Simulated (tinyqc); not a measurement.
# Resistance of a tapered via with liner, size effect and interface: several studies

A round via whose diameter grows from db at the bottom as D(z) = db + 2 z/tan(ang). The fill, of diameter D - 2 tl, starts above the bottom liner (thickness fb tl) and has rho = rho0 (1 + ks lam/(D - 2 tl)); the sidewall liner conducts in parallel with it. The bottom liner and the interface are crossed over the full area pi db^2/4. Spreading in the lines above and below is left out.

Values chosen for this exercise; fill metal close to ruthenium: diameter at the bottom db = 12 nm; height hv = 46 nm; sidewall angle ang = 85 degrees; bulk resistivity of the fill rho0 = 7.71 uohm cm; mean free path of the fill lam = 6.69 nm; size-effect factor ks = 1; liner on the sidewall tl = 0.4 nm; liner at the bottom over that on the sidewall fb = 0.5; resistivity of the liner rl = 410 uohm cm; interface resistivity at the bottom ri = 7.6e-13 ohm cm^2; ballistic conductance per area, about 3/(4 rho0 lam) Sb = 1.5e15 S/m^2; bulk resistivity of the second fill (close to molybdenum) rho2 = 5.32 uohm cm; its mean free path lam2 = 11.1 nm; its liner tl2 = 0.2 nm.

Each table varies one quantity; the others keep the values above.

## Via resistance against the diameter at the bottom

Slices between z0 = fb tl and hv, evaluated at their midpoints: conductance per length pi/4 [(D - 2 tl)^2/rho + (D^2 - (D - 2 tl)^2)/rl], slice resistance = slice height over that. 2000 slices. R_fill = sum of the slices; R_bottom = rl fb tl/(pi db^2/4); R_interface = ri/(pi db^2/4); ballistic (Sharvin) limit 1/(Sb pi (db - 2 tl)^2/4); ideal cylinder rho0 hv/(pi db^2/4).

Via resistance against the diameter at the bottom:
```
db (nm),R_fill (ohm),R_bottom (ohm),R_interface (ohm),R (ohm),ballistic limit (ohm),R over ideal cylinder,largest part
6,121.6,29.00,2.688,153.3,31.39,1.222,fill
8.3,63.33,15.16,1.405,79.89,15.09,1.219,fill
11,36.22,8.629,0.7997,45.65,8.159,1.223,fill
16,17.27,4.078,0.3780,21.72,3.674,1.232,fill
22,9.192,2.157,0.1999,11.55,1.889,1.238,fill
30,4.966,1.160,0.1075,6.234,0.9955,1.242,fill
42,2.542,0.5919,0.05486,3.189,0.5001,1.246,fill
58,1.335,0.3104,0.02877,1.674,0.2594,1.247,fill
80,0.7025,0.1631,0.01512,0.8807,0.1353,1.248,fill
```

R falls from 153 to 0.881 ohm. The fill is the largest part at db = 6 and in all other rows. R goes as db^(-2.01) between the first two rows and db^(-2.00) between the last two; area alone gives -2.

## Via resistance against the interface resistivity at the bottom

Same model as above.

2000 slices.

The same in every row: R_fill (ohm) = 30.49; R_bottom (ohm) = 7.250; ballistic limit (ohm) = 6.767.

Results:
```
ri (ohm cm^2),R_interface (ohm),R (ohm),R over ideal cylinder,largest part
2e-13,0.1768,37.92,1.209,fill
5e-13,0.4421,38.19,1.218,fill
1e-12,0.8842,38.63,1.232,fill
6e-12,5.305,43.05,1.373,fill
1e-11,8.842,46.59,1.486,fill
3e-11,26.53,64.27,2.049,fill
```

Estimate the missing row, ri = 2e-12 ohm cm^2.

Computed row:
```
ri (ohm cm^2),R_interface (ohm),R (ohm),R over ideal cylinder,largest part
2e-12,1.768,39.51,1.260,fill
```

With this row back in the table: R rises from 37.9 to 64.3 ohm. The fill is the largest part at ri = 2e-13 and in all other rows. The share of the two bottom terms goes from 19.6 to 52.6 %.

## Two fill metals against the diameter

2000 slices. R_fill = sum of the slices; R_bottom = rl fb tl/(pi db^2/4); R_interface = ri/(pi db^2/4). The second fill has rho2, lam2 and tl2 in place of rho0, lam and tl.

Two fill metals against the diameter:
```
db (nm),"R, first fill (ohm)","R, second fill (ohm)",ratio second/first
6,153.25,113.95,0.74356
8.5,76.187,56.549,0.74224
12,38.415,28.240,0.73513
17,19.264,13.966,0.72499
24,9.7161,6.9375,0.71402
35,4.5861,3.2217,0.70249
49,2.3445,1.6257,0.69343
70,1.1501,0.78829,0.68543
100,0.56380,0.38287,0.67909
```

Read the table: what changes, and by how much?

The ratio goes from 0.744 to 0.679. The second fill gives the lower R in every row.

Numbers from tinyqc (`OMP_NUM_THREADS=1 python tinyqc.py 2750111 2750112 out.jsonl`; about 0.01 s on one thread of a shared Intel Xeon 2.30GHz).
